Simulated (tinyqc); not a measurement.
# Gain factor and gap resistance from two string resistances

Inverse problem. At small bit-line voltage each of the 48 cells has the resistance 1/(K x) at overdrive x (no mobility reduction) in series with a gap resistance Rg. Find K, Rg and the share of the gaps at the higher overdrive.

resistance of a string of 48 equal cells at overdrives of 3.2 and 7.3 V (kohm): 1230.6462  582.59557

Answer. The resistance per cell is a straight line in 1/x with slope 1/K and intercept Rg.

K = 13.0 uA/V^2
Rg = 1.60 kohm
share of the gaps = 13.2 %

tinyqc, about 0.4 s, one thread, Intel Xeon 2.30GHz (shared host): `OMP_NUM_THREADS=1 python tinyqc.py 2142192 2142193 out.jsonl`
